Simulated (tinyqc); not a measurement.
Trap density from two Hall measurements.

Question. p-type body, charge-sheet picture, full ionisation (an idealisation for deep acceptors), Boltzmann statistics for free electrons. e = Ec - EF at the surface. psi = Eg - Vt ln(Nv/Na) - e; N_dep = sqrt(2 eps0 eps_r Na (psi - Vt)/q); n_f = sqrt(N_dep^2 + 2 eps0 eps_r Vt Nc exp(-e/Vt)/q) - N_dep; Vg = Vfb + psi + q (N_dep + n_t + n_f)/Cox, Cox = eps0 eox/tox. Find e and n_t at both points and the mean trap density between them.

Inputs (values chosen for the exercise); band and dielectric values close to those of silicon:
- T = 400 K (temperature)
- Eg = 1.11 eV (band gap)
- eps_r = 11.7 (relative permittivity)
- Nc = 4.34e19 cm^-3 (conduction-band density of states at T)
- Nv = 4.13e19 cm^-3 (valence-band density of states at T)
- eox = 3.9 (relative permittivity of the insulator)
- tox = 49 nm (insulator thickness)
- Na = 2.9e16 cm^-3 (acceptor density)
- Vfb = -0.92 V (flat-band voltage without trapped charge)

Constants: q = 1.602176634e-19 C, kB = 1.380649e-23 J/K, Vt = kB T/q, eps0 = 8.8541878128e-14 F/cm where lengths are in cm. Results are converted to the units shown.

Vg (V): 0.90891998  1.6871915
free sheet density from the Hall effect (cm^-2): 3.2281789e10  2.8035274e11

Solution. Each n_f fixes e; what the gate voltage holds beyond psi, N_dep and n_f is trapped; the difference quotient is the density, smeared over a few Vt.

e (eV): 0.2210  0.1370
n_t (cm^-2): 1.521e10  4.051e10
mean trap density = 3.011e11 cm^-2 eV^-1

Numbers from tinyqc (`OMP_NUM_THREADS=1 python tinyqc.py 2222045 2222046 out.jsonl`; about 0.02 s on one thread of a shared Intel Xeon 2.30GHz).
